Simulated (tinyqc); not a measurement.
Band-to-band tunnelling across a p-n junction in a two-band chain, step by step. Values are carried at full precision from step to step, so a last printed digit may differ when a step is redone from the rounded ones.

Sites alternate A at -Eg/2 and C at +Eg/2 with hopping -t; near the edges, with k counted from the zone boundary pi/a, E^2 = (Eg/2)^2 + (t a k)^2, so t = sqrt(c Eg/m)/a gives the mass m, c = hbar^2/2m0. In the gap cosh(q a) = 1 + (Eg^2/4 - e^2)/(2 t^2), e the energy from the local mid-gap. The potential is V0 = Eg + ov on the p side (left), 0 on the n side, and falls linearly over the 2N sites of the junction, V_j = V0 (1 - j/(2N + 1)), j = 1 to 2N, site 1 being A. E = Eg/2 + x ov. A half chain that ends on a site of level e1 with neighbour e2 has g = (1 + z)/(E - e1), z = exp(-/+ i k a) the root with Im g < 0, cos(k a) = (E - e1)(E - e2)/(2 t^2) - 1. S_L = t^2 g (ending on C, shifted by V0), S_R = t^2 g (starting on A). T = 4 Im(S_L) Im(S_R) |G_(1,2N)|^2.

Constants: hbar^2/2m0 = 3.80998211 eV angstrom^2.

Inputs chosen for the exercise (gap and mass near those of InAs; shifted at random, so the results belong to these values and not to a real crystal):
- Eg = 0.366 eV (gap)
- m = 0.0248 m0 (mass of electron and light hole)
- a = 4 angstrom (period (two sites))
- ov = 0.48 eV (overlap: top of the valence band on the p side above the conduction edge on the n side)
- N = 3 (periods in the small junction)
- x = 0.41 (energy above the n-side conduction edge, as a share of ov)

## Hopping, field and tunnelling length

Form t, V0, E, the field F = V0/((2N + 1) a/2) (1 V/angstrom = 100 MV/cm) and the length Eg/F over which E lies in the gap.

t = 1.8746 eV
V0 = 0.8460 eV
E = 0.3798 eV
F = 6.043 MV/cm
tunnelling length = 6.06 angstrom

So short a junction keeps the matrix small; its field is above the 1 to 3 MV/cm of tunnel diodes.

## Self-energies of the two sides

Form cos(k a) and S for each side.

cos(k a): left -0.973842, right -0.984241

S_L, S_R (eV): -0.14160-1.23003i  0.09840-1.10416i

## Recursive Green function

g_1 = 1/(E - e_1 - S_L); g_j = 1/(E - e_j - t^2 g_(j-1)), with S_R also subtracted at the last site; G_1j = G_1(j-1) (-t) g_j, G_11 = g_1; e_j is the site level plus V_j. The self-energies stand in the order S_L, S_R.

Sweep:
```
j,e_j (eV),g_j (1/eV),G_1j (1/eV)
1,0.5421,-0.0137-0.8128i,-0.0137-0.8128i
2,0.7873,-0.0434-0.3447i,0.5240-0.0749i
3,0.3004,0.1524-0.7965i,-0.0378+0.8038i
4,0.5456,-0.0842-0.3362i,-0.5125+0.1031i
5,0.0587,0.3474-0.6650i,0.2053-0.7061i
6,0.3039,-0.0929-0.2570i,0.3760-0.0240i
```

T = 0.7710

## WKB for the same field

T = exp(-2 I/F), I = integral of q de across the gap. Continuum: q = sqrt(Eg^2/4 - e^2)/(t a), I = pi Eg^2/(8 t a). Lattice: q from the cosh formula, 12 Gauss-Legendre points in u with e = (Eg/2) sin(u), u from -pi/2 to pi/2. F in V/angstrom is the value in MV/cm over 100.

I (eV/angstrom): continuum 0.007015, lattice 0.007013

T by WKB: continuum 0.7928, lattice 0.7929

The chain gives 0.7710, 0.972 times the lattice WKB value; the exponent is only 0.23, and reflections at the two kinks of the potential count.

## Checks

- G_(1,2N) from the sweep against inversion of the whole matrix (size): both 0.37673.

Program tinyqc; command `OMP_NUM_THREADS=1 python tinyqc.py 1481245 1481246 out.jsonl`; about 0.01 s on one thread of a shared Intel(R) Xeon(R) Processor @ 2.30GHz.
